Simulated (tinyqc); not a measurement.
# Changing the ripple wavelength over the critical one

Model: strain-driven roughening and islands of a mismatched epitaxial film. Computed by tinyqc, a small Python program. Command: `OMP_NUM_THREADS=1 python tinyqc.py 3000182 3000183 out.jsonl island sweep`. One thread of a shared host (Intel(R) Xeon(R) Processor @ 2.30GHz), about 0.01 s of CPU time with the checks.

Film and substrate share isotropic elastic constants; the film is coherent and biaxially strained.

Inputs (values chosen for the exercise, modelled on InAs on GaAs):
```
quantity,value,unit
misfit |f|,0.0689,-
shear modulus G,29,GPa
Poisson ratio nu,0.29,-
surface energy gamma,0.722,J/m^2
surface mobility D_s nu_s Omega^2/(k_B T),2.5e-35,m^6/(J s)
initial ripple amplitude A0,0.11,nm
```

Transport: surface diffusion.

Method. M = 2 G (1 + nu)/(1 - nu); stress = M f; energy density w = M f^2. A ripple A cos(k x) has the surface chemical potential per volume [gamma k^2 - 2 (1 + nu) w k] A cos(k x), so k_c = 2 (1 + nu) w/gamma. With surface diffusion the amplitude grows at the rate q = B k^2 [2 (1 + nu) w k - gamma k^2], fastest at k_m = (3/4) k_c. B is the surface mobility. Stress at the trough = stress x (1 + 2 k A).

One run for each value:
```
ripple wavelength over the critical one,q over the largest rate,k (1/nm),stress concentration at A0
0.8,-4.6296e+00,2.2346,1.4916
1.0,2.2332e-10,1.7876,1.3933
1.3,9.9592e-01,1.3751,1.3025
1.7,7.9465e-01,1.0516,1.2313
2.2,4.8570e-01,0.8126,1.1788
2.9,2.5471e-01,0.6164,1.1356
3.7,1.3659e-01,0.4831,1.1063
4.8,6.7873e-02,0.3724,1.0819
6.2,3.3367e-02,0.2883,1.0634
8.0,1.6204e-02,0.2235,1.0492
```

Over the rows, q over the largest rate goes from -4.63 through a maximum among these rows, 0.996 at 1.30, to 0.0162; k (1/nm) falls from 2.23 to 0.223 (exponent d ln y / d ln x about -1.0 throughout); stress concentration at A0 falls from 1.49 to 1.05 (exponent d ln y / d ln x -0.31 between the first rows and -0.053 between the last). The rate is negative below the critical wavelength, where surface energy wins, and falls again at long wavelength, as k^3, since atoms must diffuse farther.

Caution (all rows): a wavelength of a few nanometres is at the limit of continuum theory, where steps and facets rule. Caution (rows 0.800): k A0 is not small, so the linear theory of the ripple is rough.

Extremes, crossings and ranges named in words are read from the listed rows.
